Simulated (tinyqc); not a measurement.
Electromigration in a confined line: Blech product, Korhonen stress evolution and Black's law. From nucleation time back to critical stress sigma_c. Computed by tinyqc, a small Python program. Command: `OMP_NUM_THREADS=1 python tinyqc.py 3028057 3028058 out.jsonl emigr inv`. One thread of a shared host (Intel(R) Xeon(R) Processor @ 2.30GHz), about 0.01 s of CPU time with the checks.

The electron wind pushes atoms from the cathode (x = 0) to the anode (x = L); blocking ends build a back stress (tension positive). The input rho is taken not to change with temperature. d sigma/dt = d/dx [kappa (d sigma/dx + G)], with zero flux at both ends and sigma = sigma_0 at t = 0.

Inputs (values chosen for the exercise, close to those used for copper lines):
```
quantity                      value          unit
resistivity rho                3.46  micro-ohm cm
atomic volume Omega            11.8    angstrom^3
effective charge number Z*      1.5             -
prefactor D0                2.7e-08         m^2/s
activation energy E           0.818            eV
effective modulus B              21           GPa
initial stress sigma_0           30           MPa
current density j               4.3       MA/cm^2
line length L                    71            um
test temperature T              250             C
```

Start: thermal stress.

Constants: e = 1.602176634e-19 C; k_B = 8.617333262e-05 eV/K; k_B = 1.380649e-23 J/K.

Method:
- G = Z* e rho j/Omega; D = D0 exp(-E/(k_B T)); kappa = D B Omega/(k_B T); drift velocity of an unconfined line v = D Z* e rho j/(k_B T). SI: 1 micro-ohm cm = 1e-8 ohm m, 1 MA/cm^2 = 1e10 A/m^2.
- Temperatures in kelvin are T(C) + 273.15.
- At steady state sigma(x) = sigma_0 + G (L/2 - x). A void forms only if the cathode stress reaches sigma_c, that is if j L exceeds (j L)_c = 2 Omega (sigma_c - sigma_0)/(Z* e rho). Time scale tau = L^2/kappa.
- sigma(x, t) = sigma_0 + G L [1/2 - x/L - 4 sum_(m odd) cos(m pi x/L) exp(-m^2 pi^2 s)/(m pi)^2], s = t/tau, summed to m = 399.
- Solve sigma(0, t) = sigma_c for s; the semi-infinite estimate is t = (pi/kappa) ((sigma_c - sigma_0)/(2 G))^2.

Task: A run gave the result below. Find the critical stress sigma_c, known to lie between 83 and 150 MPa.

nucleation time = 0.1911937 h

Result:

Each step takes the trial c = (a f_b - b f_a)/(f_b - f_a), f being the result less the target and a, b, c the logarithms of the listed values; c replaces end b, the old b replaces a if the sign of f changed, and otherwise f_a is halved.

Scan of the range:
```
critical stress sigma_c (MPa)  nucleation time (h)
83.0                                      0.054686
91.6                                      0.073873
101.0                                     0.098139
112.0                                     0.130904
123.0                                     0.168381
136.0                                     0.218745
150.0                                     0.280342
```

False position (Illinois rule, in the logarithm of the input) inside the bracket:
```
step    end a    end b    trial  nucleation time (h)
1     123.000  136.000  128.727             0.189757
2     136.000  128.727  129.078             0.191109
3     136.000  129.078  129.119             0.191268
4     129.078  129.119  129.100             0.191194
5     129.119  129.100  129.100             0.191194
```

Nucleation time rises at every point of a 13-point scan of the range (every second point is shown), so one value fits; it is bracketed by 123 and 136. Answer: critical stress sigma_c = 129.1 MPa.
